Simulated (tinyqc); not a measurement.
Carrier lifetime of an n-type layer with SRH, radiative, Auger and surface recombination: two steps of the calculation.

Uniform excess density dn = dp (no trapping), n = n0 + dn, p = p0 + dn, Boltzmann statistics, full ionisation. Surfaces enter as a rate 2 S dn/d, which holds while diffusion to them is fast.

Values chosen for this exercise; band and dielectric values close to those of 4H silicon carbide:
- T = 300 K (temperature)
- Eg = 3.2 eV (band gap)
- Nc = 1.69e19 cm^-3 (conduction-band density of states at T)
- Nv = 2.48e19 cm^-3 (valence-band density of states at T)
- B = 1.52e-12 cm^3/s (radiative coefficient)
- N = 1.4e14 cm^-3 (donor density)
- Cn = 2.6e-31 cm^6/s (Auger coefficient (two electrons))
- Cp = 1.3e-31 cm^6/s (Auger coefficient (two holes))
- Nt = 7.1e13 cm^-3 (trap density)
- sn = 3e-16 cm^2 (capture cross-section for electrons)
- sp = 4e-14 cm^2 (capture cross-section for holes)
- vth = 2.4e7 cm/s (thermal velocity (both carriers))
- Et = 2.59 eV (trap level below the conduction band)
- S = 6000 cm/s (surface recombination velocity (both faces))
- d = 6 um (sample thickness)
- G = 2.9e24 cm^-3 s^-1 (generation rate)

Constants: q = 1.602176634e-19 C, kB = 1.380649e-23 J/K, Vt = kB T/q. Results are converted to the units shown.

Problem 1. Equilibrium densities and SRH constants. ni = sqrt(Nc Nv) exp(-Eg/(2 Vt)), Eg in volts; majority density N/2 + sqrt(N^2/4 + ni^2), n0 p0 = ni^2; n1 = Nc exp(-Et/Vt), p1 = Nv exp((Et - Eg)/Vt); tn0 = 1/(sn vth Nt), tp0 = 1/(sp vth Nt).

Give: ni; n0; p0; n1; p1; tn0; tp0.

Solution 1.

ni = 2.706e-8 cm^-3
n0 = 1.400e14 cm^-3
p0 = 5.231e-30 cm^-3
n1 = 5.222e-25 cm^-3
p1 = 1.402e9 cm^-3
tn0 = 1.956e-6 s
tp0 = 1.467e-8 s

Problem 2. New dn. With e = n p - ni^2 = dn (n0 + p0 + dn): U_SRH = e/(tp0 (n + n1) + tn0 (p + p1)), U_rad = B e, U_Aug = (Cn n + Cp p) e, U_s = 2 S dn/d. Substitution: tau = dn/U with U the sum, dn(new) = G tau.

dn at the start = 7e15 cm^-3
n0 = 1.4e14 cm^-3
p0 = 5.2308995e-30 cm^-3
n1 = 5.2215772e-25 cm^-3
p1 = 1.4024995e9 cm^-3
tn0 = 1.9561815e-6 s
tp0 = 1.4671362e-8 s

Give: U_SRH; U_rad; U_Aug; U_s; tau; dn after iteration 1.

Solution 2.

U_SRH = 3.622e21 cm^-3 s^-1
U_rad = 7.597e19 cm^-3 s^-1
U_Aug = 1.383e17 cm^-3 s^-1
U_s = 1.400e23 cm^-3 s^-1
tau = 4.871e-8 s
dn after iteration 1 = 1.413e17 cm^-3

Range of the model: S d exceeds 2.5 cm^2/s, comparable with a diffusion coefficient, so 2 S/d overstates the surface loss.

Numbers from tinyqc (`OMP_NUM_THREADS=1 python tinyqc.py 2300069 2300070 out.jsonl`; about 0.01 s on one thread of a shared Intel Xeon 2.30GHz).
